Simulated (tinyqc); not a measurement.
UKS/LDA (VWN5) in the sto-3g basis, for H3, spin multiplicity 2, step by step. One step of it, computed by the program tinyqc.

Problem. Iteration 1: diagonalisation and new density. Diagonalise F' = X^T F X, C = X C', fill 2 alpha and 1 beta electrons from the bottom; D(s) = C_occ C_occ^T. Each column has its largest component positive (the first on a tie).

F(alpha) (hartree):
```
           1H 1s      2H 1s      3H 1s
1H 1s  -0.022054  -0.139816  -0.121516
2H 1s  -0.139816  -0.185709  -0.133579
3H 1s  -0.121516  -0.133579  -0.198051
```

F(beta) (hartree):
```
           1H 1s      2H 1s      3H 1s
1H 1s   0.066325  -0.120557  -0.108988
2H 1s  -0.120557  -0.126528  -0.124397
3H 1s  -0.108988  -0.124397  -0.177675
```

X:
```
               1          2         3
1H 1s   0.818605  -0.438765  0.487761
2H 1s  -0.818605  -0.438765  0.487761
3H 1s   0.000000   0.931891  0.459307
```

Give: F' = X^T F X; orbital energies; coefficients C; F' = X^T F X; orbital energies; coefficients C; D(alpha) after iteration 1; D(beta) after iteration 1.

Solution.

F' = X^T F X (alpha) (hartree):
```
        1       2       3
1   0.048  -0.050   0.070
2  -0.050  -0.057  -0.045
3   0.070  -0.045  -0.272
```

orbital energies (alpha) (hartree): MO1 -0.292, MO2 -0.076, MO3 0.086

coefficients C (alpha):
```
         MO1     MO2     MO3
1H 1s  0.263  -0.103   1.010
2H 1s  0.555  -0.762  -0.460
3H 1s  0.586   0.821  -0.251
```

F' = X^T F X (beta) (hartree):
```
        1       2       3
1   0.121  -0.058   0.083
2  -0.058  -0.021  -0.071
3   0.083  -0.071  -0.214
```

orbital energies (beta) (hartree): MO1 -0.248, MO2 -0.035, MO3 0.169

coefficients C (beta):
```
         MO1     MO2     MO3
1H 1s  0.211   0.132   1.019
2H 1s  0.496   0.811  -0.443
3H 1s  0.673  -0.760  -0.222
```

D(alpha) after iteration 1:
```
       1H 1s   2H 1s   3H 1s
1H 1s  0.080   0.225   0.069
2H 1s  0.225   0.889  -0.301
3H 1s  0.069  -0.301   1.016
```

D(beta) after iteration 1:
```
       1H 1s  2H 1s  3H 1s
1H 1s  0.044  0.104  0.142
2H 1s  0.104  0.246  0.334
3H 1s  0.142  0.334  0.453
```
